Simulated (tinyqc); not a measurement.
Spin coating of a resist or spin-on film: centrifugal thinning, evaporation and the final thickness (Emslie and Meyerhofer models): one step, computed by the program tinyqc. Command: `OMP_NUM_THREADS=1 python tinyqc.py 3110584 3110585 out.jsonl spincoat walk`. One thread of a shared host (Intel(R) Xeon(R) Processor @ 2.30GHz), about 0.1 s of CPU time with the checks.

A Newtonian film stays uniform over the wafer; solvent and solids have the same density and the concentration is uniform through the thickness.

Problem. Thinning without evaporation. dh/dt = -K h^3 gives h = h0/sqrt(1 + 2 K h0^2 t); for long times h = 1/sqrt(2 K t).

Inputs (values chosen for the exercise, of the order of those of a polymer resist in an ester solvent): starting thickness h0 = 900 micrometre; time t = 1.5 s.

flow constant K = 0.005095221 1/(micrometre^2 s)

Give: h(t) without evaporation; long-time form; time 1/(2 K h0^2).

Solution.

h(t) without evaporation = 8.0880 micrometre

long-time form = 8.0883 micrometre

time 1/(2 K h0^2) = 1.2115e-04 s

The long-time form is within 0.0040 %: the starting thickness is forgotten.
